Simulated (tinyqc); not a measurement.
Undoped symmetric double-gate MOSFET, analytic potential model: one step of the calculation.

An undoped body of thickness ts between two equal insulators and tied gates; long channel, electrons only, n = ni exp((psi - V)/Vt) with V the quasi-Fermi potential (0 at the source, Vd at the drain), constant mobility, no quantisation. Across the body psi(x) = V - 2 Vt ln[(ts/(2 beta)) sqrt(q ni/(2 eps0 eps_r Vt)) cos(2 beta x/ts)], x from the centre. Q is the electron charge per area of the whole body.

Question. Constants of the body. ni = sqrt(Nc Nv) exp(-Eg/(2 Vt)), Eg in volts; r = eps_r tox/(eox ts); V0 = dphi + 2 Vt ln[(2/ts) sqrt(2 eps0 eps_r Vt/(q ni))].

Values chosen for this exercise; material values close to those of silicon:

| symbol | value | unit | meaning |
|---|---|---|---|
| T | 300 | K | temperature |
| Eg | 1.12 | eV | band gap |
| eps_r | 11.8 |  | relative permittivity of the semiconductor |
| Nc | 2.84e19 | cm^-3 | conduction-band density of states at T |
| Nv | 2.62e19 | cm^-3 | valence-band density of states at T |
| eox | 22.9 |  | relative permittivity of the gate insulator |
| tox | 3 | nm | insulator thickness |
| ts | 15 | nm | body thickness |
| dphi | 0.17 | V | gate work function less that of the intrinsic body |

Constants: q = 1.602176634e-19 C, kB = 1.380649e-23 J/K, Vt = kB T/q, eps0 = 8.8541878128e-14 F/cm where lengths are in cm. Results are converted to the units shown.

Give: ni; r; V0.

Answer.

ni = 1.067e10 cm^-3
r = 0.1031
V0 = 0.6313 V

Computed by the program tinyqc: `OMP_NUM_THREADS=1 python tinyqc.py 2440103 2440104 out.jsonl`, one thread of a shared Intel Xeon 2.30GHz, about 0.02 s for the whole run.
